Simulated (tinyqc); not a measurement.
Biaxially strained (001) channel, valley splitting in an inversion layer: one step of the calculation.

A thin layer grown on a relaxed buffer is stretched in the plane. The two valleys with their long axis along the growth direction (D2) sink against the four in-plane ones (D4); confinement in a triangular well splits them too. Only the lowest subband of each set is kept; one relaxation time, so the weakening of intervalley scattering is left out.

Question. Strain, stress and splitting. e_par = b1 x, e_perp = -2 (c12/c11) e_par, splitting D = Xu (e_par - e_perp), in-plane stress (c11 + c12 - 2 c12^2/c11) e_par.

Values chosen for this exercise; values close to those of silicon on relaxed silicon-germanium:
- x = 0.08 (germanium share of the relaxed buffer)
- b1 = 0.0418 (lattice mismatch per unit x)
- c11 = 170 GPa (elastic constant)
- c12 = 65.1 GPa (elastic constant)
- Xu = 9.23 eV (shear deformation potential)

Find: e_par; e_perp; D; stress.

Answer.

e_par = 0.33440 %
e_perp = -0.25611 %
D = 54.504 meV
stress = 0.61945 GPa

Program tinyqc, `OMP_NUM_THREADS=1 python tinyqc.py 2530051 2530052 out.jsonl`; Intel Xeon 2.30GHz, shared host, one thread, about 0.02 s.
